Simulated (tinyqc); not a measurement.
# Single-electron transistor, orthodox theory and master equation: effects of single changes

A metal island with n extra electrons joins the left lead (voltage V) and the right lead (0 V) by tunnel junctions and couples to a gate. Cs = CL + CR + Cg. Adding electron n + 1 costs mu(n) = [q (n + 1/2) - CL V - Cg Vg]/Cs (in volts); the Fermi levels are -V (left) and 0 (right). A jump that gains the energy W has the rate G(W) = (W/q)/(R [1 - exp(-W/Vt)]), W in volts, Vt = kB T/q. Sequential tunnelling only; I > 0 flows from left to right.

Inputs (values chosen for the exercise):
```
symbol,value,unit,meaning
CL,33,aF,capacitance of the left junction
CR,25,aF,capacitance of the right junction
Cg,3.1,aF,gate capacitance
RL,1100,kohm,resistance of the left junction
RR,4700,kohm,resistance of the right junction
T,1.3,K,temperature
Vg,18,mV,gate voltage
```

Constants: q = 1.602176634e-19 C, kB = 1.380649e-23 J/K, Vt = kB T/q. Results are converted to the units shown.

Each table varies one quantity; the others keep the values above.

## Current against bias

Onto the island: from the left W = -V - mu(n), from the right W = -mu(n); off the island (n + 1 to n): to the left W = mu(n) + V, to the right W = mu(n). Steady state: p(n + 1)/p(n) = (sum of on rates)/(sum of off rates), normalised. I = q sum_n [p(n + 1) (off to left) - p(n) (on from left)]. Enough charge states are kept that the digits shown do not change.

Current against bias:

| V (mV) | I (nA) | mean n | states above 1 % | I (RL + RR)/V |
|---|---|---|---|---|
| 0.262 | 0.004837 | 0.0198 | 2 | 0.1071 |
| 1.22 | 0.05710 | 0.0657 | 2 | 0.2714 |
| 2.19 | 0.1478 | 0.1157 | 2 | 0.3915 |
| 3.15 | 0.2382 | 0.1413 | 2 | 0.4387 |
| 4.11 | 0.3334 | 0.1447 | 3 | 0.4705 |
| 5.07 | 0.4831 | 0.0442 | 3 | 0.5527 |
| 6.03 | 0.6826 | -0.1303 | 3 | 0.6565 |
| 6.99 | 0.8569 | -0.2456 | 3 | 0.7110 |
| 7.95 | 1.008 | -0.3191 | 3 | 0.7356 |
| 8.92 | 1.148 | -0.3706 | 3 | 0.7465 |
| 9.88 | 1.282 | -0.4139 | 3 | 0.7526 |
| 10.8 | 1.431 | -0.4922 | 4 | 0.7685 |
| 11.8 | 1.621 | -0.6274 | 4 | 0.7970 |

What does the comparison show?

At zero temperature the blockade would end at V = 0.737 mV. The ratio I (RL + RR)/V rises from 0.107 to 0.797. Over the second half of the table the slope between rows varies from 0.809 to 1.10 times 1/(RL + RR).

## The Coulomb oscillation

Same model as above.

Here V = 1.7 mV.

The Coulomb oscillation:

| Vg (mV) | I (nA) | mean n |
|---|---|---|
| 0 | 0.0045735 | -0.0032 |
| 5.17 | 0.012444 | 0.0068 |
| 10.3 | 0.038820 | 0.0271 |
| 15.5 | 0.080287 | 0.0676 |
| 20.7 | 0.12212 | 0.1289 |
| 25.8 | 0.15299 | 0.2152 |
| 31 | 0.16350 | 0.3487 |
| 36.2 | 0.13437 | 0.5626 |
| 41.3 | 0.064508 | 0.8220 |
| 46.5 | 0.014955 | 0.9653 |
| 51.7 | 0.0045737 | 0.9969 |
| 56.9 | 0.012595 | 1.0069 |
| 62 | 0.038938 | 1.0272 |
| 67.2 | 0.080429 | 1.0678 |

Read the table: what changes, and by how much?

I is largest, 0.163 nA, at Vg = 31 mV and smallest, 0.00457 nA, at 0 mV among the rows; the pattern repeats every q/Cg = 51.7 mV. At zero temperature current flows while mu(0) lies between -V and 0, for Vg from 7.74 to 41.3 mV; the mean n moves from 0.00 to 1.07 over the table.

Range of the model: Cotunnelling, which dominates deep in the blockade, is left out.

tinyqc, about 0.01 s, one thread, Intel Xeon 2.30GHz (shared host): `OMP_NUM_THREADS=1 python tinyqc.py 2780039 2780040 out.jsonl`
